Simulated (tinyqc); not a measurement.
Input admittance of a MOSFET at zero drain bias: distributed channel and distributed gate: two steps of the calculation.

Source and drain grounded, strong inversion, w = 2 pi f, Cox = eps0 eox/tox. The channel is an RC line of resistance 1/(mu Cox Vo) per square fed from both ends, so one finger has the intrinsic admittance y = i w Cox L tanh(g)/g per width, g = (1/2) sqrt(i w tau), tau = L^2/(mu Vo). The vertical resistance rv/L is in series with y, the overlaps 2 i w Cov in parallel: y_t = 1/(1/y + rv/L) + 2 i w Cov. The gate strip is a line of Rsh/L per length loaded by y_t, so a finger has Y = y_t Wf tanh(k)/k, k = (Wf/sd) sqrt(y_t Rsh/L); the device has Nf Y.

Values chosen for this exercise; values of the order met in silicon radio-frequency transistors: relative permittivity of the gate insulator (close to hafnium oxide) eox = 22.4; insulator thickness tox = 13 nm; channel length L = 0.25 um; finger width Wf = 2.5 um; number of fingers Nf = 16; channel mobility mu = 250 cm^2/(V s); gate overdrive Vo = 0.68 V; sheet resistance of the gate Rsh = 28 ohm/square; vertical resistivity of the gate stack rv = 0 ohm um^2; number of ends at which a finger is contacted sd = 1; overlap and fringe capacitance on each side Cov = 0.38 fF/um; frequency f = 67 GHz.

Constants: eps0 = 8.8541878128e-14 F/cm where lengths are in cm. Results are converted to the units shown.

Problem 1. Low-frequency resistances and capacitance. Low-frequency limits, with c = Cox L and ct = c + 2 Cov: R_strip = Rsh Wf/(3 sd^2 L Nf), R_ch = (c/ct)^2 L/(12 mu Cox Vo Wf Nf), R_vert = (c/ct)^2 rv/(L Wf Nf), C = ct Wf Nf.

Wanted: parts; sum; C; 1/(2 pi R C).

Solution 1.

parts (ohm): strip 5.833, channel 1.396, vertical 0
sum = 7.230 ohm
C = 183.0 fF
1/(2 pi R C) = 120.3 GHz

The strip term is the largest, 80.7 % of the sum.

Problem 2. Input impedance of the device. k and Y as defined; Z = 1/(Nf Y) = R + 1/(i w C); Q = |Im Z|/R; signal at the point farthest from a contact |1/cosh k|.

y_t = 202.1878+1894.2968i uS/um

Give: k; Nf Y; R; C; Q; signal at the far point.

Solution 2.

k = 0.8588+0.7720i
Nf Y = 30.39+57.88i mS
R = 7.110 ohm
C = 175.4 fF
Q = 1.905
signal at the far point = 0.8302

tinyqc, about 0.01 s, one thread, Intel Xeon 2.30GHz (shared host): `OMP_NUM_THREADS=1 python tinyqc.py 2262060 2262061 out.jsonl`
